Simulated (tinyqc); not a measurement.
Carbon nanotube by zone folding: sweeps and comparisons. A value that a table varies takes the place of the one given here.

Circumference C = n a1 + m a2, a = sqrt3 acc; d = a sqrt(n^2 + nm + m^2)/pi; tan(theta) = sqrt3 m/(2n + m); dR = gcd(2n + m, 2m + n); T = t1 a1 + t2 a2 with t1 = (2m + n)/dR, t2 = -(2n + m)/dR, |T| = sqrt3 pi d/dR; N = 2 (n^2 + nm + m^2)/dR hexagons a cell. On cutting line mu = 0 to N - 1 at x = k|T|/(2 pi) the phases are p1 = 2 pi (-t2 mu + m x)/N, p2 = 2 pi (t1 mu - n x)/N, and E = -/+ t |1 + exp(i p1) + exp(i p2)|.

Parameters, chosen for this exercise (near those used for carbon; not measured data):

| symbol | value | unit | meaning |
|---|---|---|---|
| t | 2.67 | eV | hopping |
| acc | 1.42 | angstrom | bond length |
| tubes | ((6, 4), (14, 7), (13, 11), (8, 7), (14, 10), (11, 10), (7, 5)) |  | pairs (n, m) |
| n | 18 |  | chiral index |
| m | 5 |  | chiral index |

## Semiconducting tubes compared

E11 and E22 are twice the two lowest band edges; the cone gives E11 d = 2 t acc and E22/E11 = 2.

Tubes:

| (n,m) | d (angstrom) | theta (deg) | (n - m) mod 3 | E11 (eV) | E22 (eV) | E11 d/(2 t acc) | E22/E11 |
|---|---|---|---|---|---|---|---|
| (6,4) | 6.83 | 23.4 | 2 | 1.1163 | 2.1157 | 1.005 | 1.895 |
| (14,7) | 14.50 | 19.1 | 1 | 0.5177 | 1.0586 | 0.990 | 2.045 |
| (13,11) | 16.29 | 27.2 | 2 | 0.4659 | 0.9225 | 1.001 | 1.980 |
| (8,7) | 10.18 | 27.8 | 1 | 0.7407 | 1.4786 | 0.994 | 1.996 |
| (14,10) | 16.35 | 24.5 | 1 | 0.4614 | 0.9308 | 0.995 | 2.017 |
| (11,10) | 14.24 | 28.4 | 1 | 0.5308 | 1.0606 | 0.997 | 1.998 |
| (7,5) | 8.17 | 24.5 | 2 | 0.9308 | 1.7918 | 1.003 | 1.925 |

E11 follows 1/d first. For mod 1 the scaled E11 lies below one (0.990 to 0.997) and E22/E11 on both sides of two (1.996 to 2.045). For mod 2 the scaled E11 lies above one (1.001 to 1.005) and E22/E11 below two (1.895 to 1.980). The largest departure of the scaled E11 is that of (14,7); warping acts as cos(3 theta)/d, most for thin tubes near zigzag. Below about 8 angstrom curvature, left out of zone folding, changes the gaps further.

## Neighbouring tubes

Diameter, chiral angle and twice the lowest band edge. Each row changes one parameter from the base and keeps the others.

Results:

| case | d (angstrom) | theta (deg) | gap (eV) |
|---|---|---|---|
| base | 16.403 | 11.93 | 0.4565 |
| n = 19 | 17.170 | 11.39 | 0.4464 |
| m = 6 | 16.936 | 13.90 | 0.0000 |
| t = 2.804 eV | 16.403 | 11.93 | 0.4795 |
| acc = 1.46 angstrom | 16.865 | 11.93 | 0.4565 |

The largest shifts from the base row, up to three for each result and ties (the steps differ in size, so this ranks the rows, not the parameters). d (angstrom): n +0.767, m +0.533, acc +0.462; unchanged at the printed digits by t. theta (deg): m +1.97, n -0.54; unchanged at the printed digits by t and acc. gap (eV): m -0.4565, t +0.0229, n -0.0102; unchanged at the printed digits by acc. In zone folding the gap does not depend on acc at fixed (n, m); a step in n or m changes (n - m) mod 3 and closes the gap where that becomes zero.

Computed by tinyqc, a small Python program: `OMP_NUM_THREADS=1 python tinyqc.py 1482313 1482314 out.jsonl` (the numbers bound the seed that draws the inputs); one thread of a shared host (Intel(R) Xeon(R) Processor @ 2.30GHz), about 0.03 s for the whole set of steps.
